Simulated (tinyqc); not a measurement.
Coherent transport through a tight-binding region between two chains, step by step. Computed by tinyqc, a small Python program that keeps every step. Settings: temperature = 77, mu = 0.22. Command: `OMP_NUM_THREADS=1 python tinyqc.py 27917 27918 out.jsonl` (the two numbers bound the seeds that draw the settings). One thread of a shared host (Intel(R) Xeon(R) Processor @ 2.60GHz), about 0.08 s of CPU time with the checks.

## Transmission at E = -0.14 eV

H of the central region (eV):
```
         1        2        3        4        5        6
1   0.0000  -1.8100   0.0000   0.0000   0.0000   0.0000
2  -1.8100   0.0000  -1.0400   0.0000   0.0000   0.0000
3   0.0000  -1.0400   0.0000  -1.0400   0.0000   0.0000
4   0.0000   0.0000  -1.0400   0.0000  -1.9900   0.0000
5   0.0000   0.0000   0.0000  -1.9900   0.0000  -1.0400
6   0.0000   0.0000   0.0000   0.0000  -1.0400   0.0000
```

Leads: semi-infinite chains with site energy 0:

| parameter | value |
|---|---|
| lead hopping t (eV) | 1.310000 |
| coupling to the left lead (eV) | 0.690000 |
| coupling to the right lead (eV) | 0.300000 |
| left contact site | 1 |
| right contact site | 6 |

E = -0.1400 eV

Surface Green function g = (E - i sqrt(4 t^2 - E^2)) / (2 t^2); self-energy tc^2 g on each contact site; G = (E - H - Sigma)^(-1); Gamma = -2 Im Sigma; T = Gamma_L Gamma_R |G_LR|^2; local density of states -Im G_ii / pi.

g = -0.0408-0.7623i 1/eV

G (1/eV):
```
                 1                2                3                4
1   0.2411-0.1190i   0.5447-0.0563i  -0.3463+0.1996i  -0.5913+0.0831i
2   0.5447-0.0563i   0.0250-0.1130i   0.0169+0.0827i  -0.0227+0.1241i
3  -0.3463+0.1996i   0.0169+0.0827i   0.6051-0.3363i   1.0260-0.1280i
4  -0.5913+0.0831i  -0.0227+0.1241i   1.0260-0.1280i   0.1608-0.1413i
5   0.1394-0.0985i  -0.0105-0.0345i  -0.2440+0.1667i  -0.0224+0.0570i
6   1.1502-0.1724i   0.0421-0.2421i  -1.9961+0.2674i  -0.3108+0.2781i

                 5                6
1   0.1394-0.0985i   1.1502-0.1724i
2  -0.0105-0.0345i   0.0421-0.2421i
3  -0.2440+0.1667i  -1.9961+0.2674i
4  -0.0224+0.0570i  -0.3108+0.2781i
5   0.1260-0.0831i   1.0213-0.1202i
6   1.0213-0.1202i   0.7321-0.5483i
```

local density of states (1/eV): 0.0379  0.0360  0.1070  0.0450  0.0265  0.1745

transmission = 0.1347

## Transmission across the band

The same steps on a grid of energies.

T(E):

| E (eV) | T |
|---|---|
| -2.489000 | 0.0139 |
| -2.240100 | 0.0197 |
| -1.991200 | 0.0398 |
| -1.742300 | 0.0072 |
| -1.493400 | 0.0044 |
| -1.244500 | 0.0048 |
| -0.995600 | 0.0084 |
| -0.746700 | 0.0259 |
| -0.497800 | 0.2938 |
| -0.248900 | 0.2483 |
| 0.000000 | 0.1056 |
| 0.248900 | 0.2483 |
| 0.497800 | 0.2938 |
| 0.746700 | 0.0259 |
| 0.995600 | 0.0084 |
| 1.244500 | 0.0048 |
| 1.493400 | 0.0044 |
| 1.742300 | 0.0072 |
| 1.991200 | 0.0398 |
| 2.240100 | 0.0197 |
| 2.489000 | 0.0139 |

levels of the isolated region (eV): -2.5326  -1.9785  -0.3907  0.3907  1.9785  2.5326

## Current

I = (2e/h) int T(E) [f(E - mu - V/2) - f(E - mu + V/2)] dE at 77 K with mu = 0.22 eV, the bias not changing H; 2e^2/h = 77.48092 microsiemens; the integral runs over the band on 4001 points.

Current:

| V (volt) | I (microampere) |
|---|---|
| 0.0100 | 0.1571 |
| 0.0500 | 0.7923 |
| 0.1000 | 1.6301 |
| 0.2000 | 3.6725 |
| 0.4000 | 10.6404 |
| 0.8000 | 17.2492 |
